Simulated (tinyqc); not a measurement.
Heavy doping: gap narrowing, degeneracy and the minority density: one step. Degeneracy of the majority band. Two cases, with inputs chosen for the exercise.

Task: Solve for eta and form gam.

F_j(eta) = (1/Gamma(j + 1)) integral_0^infinity x^j dx/(1 + exp(x - eta)), which tends to exp(eta) for eta << 0.

Majority: N = Nc F_1/2(eta), eta the distance of EF beyond the majority band edge in kT. Degeneracy factor gam = F_1/2(eta)/exp(eta). ni0^2 = Nc Nv exp(-Eg/kT); product n p = ni0^2 gam exp(dEg/kT), dEg the true narrowing; apparent narrowing dEa = dEg + kT ln gam; minority density = n p/N.

Give: N/Nc; eta; gam.

Case 1.

Values chosen (out of a larger set: gap and densities of states near those of Ge at this temperature; narrowing constants of the size fitted for Si, not for this material; not measured data): N = 8.7e+18 1/cm^3 (ionised donors, equal to the majority density); Nc = 7.92e+18 1/cm^3 (conduction-band density of states).

Result:

N/Nc = 1.098
eta = 0.4765
gam = 0.6821

Case 2.

Values chosen (out of a larger set: gap and densities of states near those of Si at this temperature; narrowing constants near the fits for Si; not measured data): N = 2.1e+18 1/cm^3 (ionised donors, equal to the majority density); Nc = 4.21e+19 1/cm^3 (conduction-band density of states).

Result:

N/Nc = 0.04988
eta = -2.9805
gam = 0.9825

Computed by tinyqc, one run a case: `OMP_NUM_THREADS=1 python tinyqc.py N N+1 out.jsonl` with N = 1681212, 1681475; one thread of a shared Intel(R) Xeon(R) Processor @ 2.30GHz, about 0.01 s a run at most.
